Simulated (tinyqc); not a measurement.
Phonon transmission through an interface between two chains by Green functions: one step, computed by the program tinyqc.

Two semi-infinite chains (masses m_1, m_2; springs k_1, k_2), motion along the chain. The central region holds the end atom of each chain and one interlayer atom of mass m_b, joined by springs k_b. lambda = omega^2 in eV/(angstrom^2 u); nu = 15.6333042 THz x sqrt(lambda).

Problem. Band tops and impedances. nu_max = 15.6333042 THz x 2 sqrt(k/m); impedance Z = sqrt(k m); long-wave transmission 4 Z_1 Z_2/(Z_1 + Z_2)^2; the probe frequency is the given share of the lower band top.

Inputs (values chosen for the exercise, for two model chains):
```
quantity,value,unit
mass m_1,16,u
spring k_1,7.89,eV/angstrom^2
mass m_2,39.8,u
spring k_2,10.3,eV/angstrom^2
probe frequency / lower band top,0.21,-
```

Atoms in the interlayer: one.

Constants: nu for 1 eV/(angstrom^2 u) = 15.6333042 THz.

Give: band top of chain 1; band top of chain 2; Z_1; Z_2; long-wave transmission; probe frequency.

Solution.

band top of chain 1 = 21.96 THz

band top of chain 2 = 15.91 THz

Z_1 = 11.24 sqrt(eV u)/angstrom

Z_2 = 20.25 sqrt(eV u)/angstrom

long-wave transmission = 0.9181

probe frequency = 3.340 THz
